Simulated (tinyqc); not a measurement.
Epitaxial growth on a vicinal surface: Burton-Cabrera-Frank step flow, step-edge barrier and island nucleation: one step, computed by the program tinyqc. Command: `OMP_NUM_THREADS=1 python tinyqc.py 3004694 3004695 out.jsonl stepflow walk`. One thread of a shared host (Intel(R) Xeon(R) Processor @ 2.30GHz), about 0.03 s of CPU time with the checks.

Adatoms land at rate F, hop on a square grid (a simplification for hexagonal faces), desorb, or join steps. Lengths are in units of a and n is the adatom coverage. Steps ascend at x = 0 and descend at x = l.

Problem. Scales. D = nu exp(-E_d/(k_B T)) (a^2/s, nu counted per direction); tau = exp(E_a/(k_B T))/nu; x_s = sqrt(D tau); n_eq = exp(-E_f/(k_B T)); terrace width l = h/(a tan(miscut)); Schwoebel length l_s = exp(E_s/(k_B T)) - 1. Temperatures in kelvin are T(C) + 273.15.

Inputs (values chosen for the exercise, close to those used for 4H-SiC(0001)): site spacing a = 3.08 angstrom; step height h = 2.52 angstrom; diffusion barrier E_d = 1.69 eV; desorption energy E_a = 3.72 eV; adatom formation energy E_f = 1.66 eV; step-edge barrier E_s = 0 eV; attempt frequency nu = 1 THz; miscut angle = 1 degrees; temperature T = 1380 C.

Constants: k_B = 8.617333262e-05 eV/K.

Give: D; lifetime tau; diffusion length x_s; equilibrium coverage n_eq; terrace width l; Schwoebel length l_s.

Solution.

D = 7.045e+06 a^2/s

lifetime tau = 0.2192 s

diffusion length x_s = 1243 a

equilibrium coverage n_eq = 8.696e-06

terrace width l = 46.87 a

Schwoebel length l_s = 0 a

l/x_s = 0.0377: nearly every adatom reaches a step.
